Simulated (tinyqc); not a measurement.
Convergence with cell size: Koster-Slater impurity in a tight-binding band, by Green functions and by supercells. Computed by tinyqc, a small Python program. Command: `OMP_NUM_THREADS=1 python tinyqc.py 3010918 3010919 out.jsonl kosterslater walk`. One thread of a shared host (Intel(R) Xeon(R) Processor @ 2.30GHz), about 0.06 s of CPU time with the checks.

One orbital per site, e(k) = -2 t sum cos(k_i) over 3 direction(s), band from -6 t to 6 t, lattice constant 1. One site has the extra energy U. Spin is left out.

Inputs (values chosen for the exercise, for a model band): hopping t = 0.54 eV; impurity potential U = -3.05 eV.

Lattice: simple cubic.

Method:
- Outside the band G0(E) = (1/pi) int_0^pi dk (2/(pi z)) K(16 t^2/z^2), z = E + 2 t cos k, K the complete elliptic integral with parameter m; 200 Gauss-Legendre points.
- A bound state solves 1/U = G0(E).
- Bisection in ln(distance from the edge) between 1e-5 t and |U| + t. Weight on the impurity site: -1/(U^2 dG0/dE), by a central difference with step min(1e-4 t, distance/30). Decay length along an axis: 1/arccosh(1 + distance/(2 t)).
- In a periodic cell of N sites along each direction with Bloch vector K, the level solves 1/U = N^-d sum_k 1/(E - e(k)), k_i = (2 pi m_i + K_i)/N, m_i = 0..N-1; the outermost root on the side of U is taken (bisection). d is the number of directions. Gamma means K_i = 0, the zone corner K_i = pi, the quarter point K_i = pi/2.
- Even N; errors against the isolated level E_b, set to 0 below 1e-6 t.

level E_b = -3.69306 eV

decay length = 1.12785 sites

Error of the level (eV):
```
N   sites        Gamma      corner  quarter point
2       8  -5.6403e-01  6.4306e-01     4.2774e-02
4      64  -5.3733e-02  4.2774e-02     6.1940e-04
6     216  -5.7580e-03  4.7647e-03     1.2158e-05
8     512  -6.8672e-04  6.1940e-04              0
10   1000  -8.9786e-05  8.5367e-05              0
12   1728  -1.2451e-05  1.2158e-05              0
```

What follows from these numbers?

The error at Gamma falls exponentially, between the last two resolved rows by exp(-0.988) per site against 1/(decay length) = 0.887; the rest is the power-law prefactor of the Green function. Gamma and the corner err in opposite directions. Among the sizes listed an error below 1 meV is first reached at N = 8 at Gamma; at the quarter point N = 4 is enough.

Extremes, crossings and ranges named in words are read from the listed rows.
